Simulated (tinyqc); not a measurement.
Worked calculation: Ewald sum of point charges, simple cubic in a neutralising background, strained along z by a factor 0.95, lattice. Computed by tinyqc, a small Python program that keeps every step. Command: `OMP_NUM_THREADS=1 python tinyqc.py 30973 30974 out.jsonl` (the two numbers bound the seeds that draw the settings). One thread of a shared host (Intel(R) Xeon(R) Processor @ 2.60GHz), about 0.02 s of CPU time with the checks.

## Ewald sum with eta = 0.492 1/bohr

cell vectors (rows) (bohr):
```
          1         2         3
1  7.260000  0.000000  0.000000
2  0.000000  7.260000  0.000000
3  0.000000  0.000000  6.897000
```

Charges:
```
q               f1        f2        f3
1.000000  0.000000  0.000000  0.000000
```

Real space: 1/2 sum q_i q_j erfc(eta r)/r over all images with r > 0; reciprocal space: (2 pi/V) sum_(G != 0) exp(-G^2/4 eta^2)/G^2 |S(G)|^2 with S(G) = sum q exp(i G.r); self term -eta/sqrt(pi) sum q^2; background -pi Q^2/(2 V eta^2), Q the total charge.

Real-space shells (first ones):
```
r (bohr)   pairs  sum (hartree)
6.897000       2       2.31e-07
7.260000       4       1.21e-07
10.013801      8              0
10.267190      4              0
```

Reciprocal shells (first ones that count):
```
G^2 (1/bohr^2)  vectors  sum (hartree)
0.749008              4       0.042586
0.829926              2       0.017676
1.498016              4       0.009824
1.578934              8       0.017146
2.327942              8       0.005365
2.996032              4       0.001046
3.319703              2       0.000338
3.745040              8       0.000772
3.825958              8       0.000695
4.068711              8       0.000509
4.574966             16       0.000536
4.817719              8       0.000198
```

## The total does not depend on eta

The same sums for other eta.

Totals (hartree per cell):
```
eta           real  reciprocal       self  background        total
0.492000  3.52e-07    0.096832  -0.277581   -0.017851  -0.19859935
0.726000         0    0.219200  -0.409602   -0.008198  -0.19859935
0.878000         0    0.302364  -0.495358   -0.005605  -0.19859935
```

shortest distance = 6.897000 bohr
